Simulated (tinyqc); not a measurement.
Bandgap voltage reference from two bipolar transistors: two steps of the calculation.

Two transistors of area 1 and N carry the same current I. Is(T) = Is (T/T0)^eta exp[(Vg0 q/kB)(1/T0 - 1/T)], VBE1 = Vt ln(I/Is(T)) + I rb, VBE2 = Vt ln(I/(N Is(T))) + I rb/N. The amplifier forces I R1(T) = VBE1 - VBE2 + Vos, with R(T) = R (1 + tc (T - T0)) for both resistors, and the output is Vref = VBE1 + I R2(T). Base currents and the Early effect are neglected.

Values chosen for this exercise; values of the order met in silicon bipolar transistors:
- T0 = 298 K (reference temperature)
- Vg0 = 1.198 V (band-gap voltage extrapolated to 0 K)
- eta = 3 (temperature exponent of the saturation current)
- Is = 1.5e-18 A (saturation current of the unit transistor at T0)
- N = 8 (area ratio of the second transistor)
- R1 = 7.6 kohm (resistor across which the difference of VBE falls, at T0)
- tc = 0 ppm/K (temperature coefficient of both resistors)
- Vos = 0 mV (offset of the amplifier)
- rb = 0 ohm (series resistance of the unit transistor)
- R2 = 70.12 kohm (output resistor at T0)
- T = 398 K (temperature)

Constants: q = 1.602176634e-19 C, kB = 1.380649e-23 J/K. Results are converted to the units shown.

Task 1. Operating point at the reference temperature. Vt = kB T/q; I = (Vt ln N + Vos)/(R1(T) - rb (1 - 1/N)). Evaluate at T = T0.

Find: Vt; I; Is(T); VBE1; I R2; Vref.

Result 1.

Vt = 0.02568 V
I = 7.026 uA
Is(T) = 1.500e-18 A
VBE1 = 0.7492 V
I R2 = 0.4927 V
Vref = 1.242 V

Task 2. Operating point at another temperature. 

Wanted: Vt; I; Is(T); VBE1; I R2; Vref.

Result 2.

Vt = 0.034297 V
I = 9.3840 uA
Is(T) = 4.4024e-13 A
VBE1 = 0.57876 V
I R2 = 0.65801 V
Vref = 1.2368 V

From T0 to T, VBE1 changes by -170 mV and I R2 by 165 mV, which leaves -5.12 mV in Vref.

Computed by the program tinyqc: `OMP_NUM_THREADS=1 python tinyqc.py 2062001 2062002 out.jsonl`, one thread of a shared Intel Xeon 2.30GHz, about 0.02 s for the whole run.
